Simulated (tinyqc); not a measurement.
Potential-pH (Pourbaix) lines of a metal, its cation, its oxide and an oxyanion, with a complexing ligand: one step, computed by the program tinyqc. Command: `OMP_NUM_THREADS=1 python tinyqc.py 3012897 3012898 out.jsonl pourb walk`. One thread of a shared host (Intel(R) Xeon(R) Processor @ 2.30GHz), about 0.01 s of CPU time with the checks.

Potentials are against the standard hydrogen electrode; solids and water have unit activity; dG_f of M, H+ and the electron is zero; F = e N_A and s = R T ln(10)/F. The cation carries z = 2.

Question. Standard potentials. M2+ + 2e = M; MO + 2H+ + 2e = M + H2O; MO2(2-) + 4H+ + 2e = M + 2H2O. For each, E0 = -dG/(z F), and E = E0 + (s/z) log10 a - (s n_H/z) pH, with no activity term for the oxide.

Inputs (values chosen for the exercise, modelled on nickel):

| quantity | value | unit |
|---|---|---|
| dG_f of the cation | -44.83 | kJ/mol |
| dG_f of the oxide | -212.99 | kJ/mol |
| dG_f of the oxyanion | -281.32 | kJ/mol |
| dG_f of water | -237.14 | kJ/mol |
| temperature T | 298.15 | K |

Species: M, M2+, MO, MO2(2-).

Constants: R = 8.314462618 J/(mol K); e = 1.602176634e-19 C; N_A = 6.02214076e+23 1/mol.

Give: s; E0.

Answer.

s = 0.05916 V

E0 (V): cation -0.2323, oxide 0.1251, oxyanion 0.9999

The metal is less noble than hydrogen.
